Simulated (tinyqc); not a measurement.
Planar ballistic transistor, top-of-the-barrier model: one step of the calculation.

At the top of the source barrier, states moving towards the drain are filled by the source (Fermi level 0) and states moving back by the drain (Fermi level -q Vd); nothing scatters. U is the shift of the band edge there, set by the capacitances CG, CD and CS (the total) and by the charge. Parabolic two-dimensional band; the source is grounded.

Problem. Self-consistent potential at the barrier top. eta1 = -(E0 + U)/Vt, eta2 = eta1 - Vd/Vt, n = (N0/2)[F_0(eta1) + F_0(eta2)], F_0(x) = ln(1 + exp x). U(out) = UL + q (n - n0)/CS. U(new) = U(out).

Parameters, values chosen for the exercise; mass and valleys close to those of a monolayer dichalcogenide:

| symbol | value | unit | meaning |
|---|---|---|---|
| T | 200 | K | temperature |
| E0 | 0.37 | eV | band edge at the barrier top above the source Fermi level at zero bias |
| Vd | 0.1 | V | drain voltage |

Constants: q = 1.602176634e-19 C, kB = 1.380649e-23 J/K, Vt = kB T/q. Results are converted to the units shown.

U at the start (U = UL) = -0.4302 eV
N0 = 7.1850637e12 cm^-2
CS = 3.7878878 uF/cm^2
n0 = 3410.6800 cm^-2
UL = -0.4302 eV

Find: eta1; eta2; n; U(out); U after iteration 1.

Solution.

eta1 = 3.4930
eta2 = -2.3093
n = 1.2996e13 cm^-2
U(out) = 0.11951 eV
U after iteration 1 = 0.11951 eV

Computed by the program tinyqc: `OMP_NUM_THREADS=1 python tinyqc.py 2400081 2400082 out.jsonl`, one thread of a shared Intel Xeon 2.30GHz, about 0.01 s for the whole run.
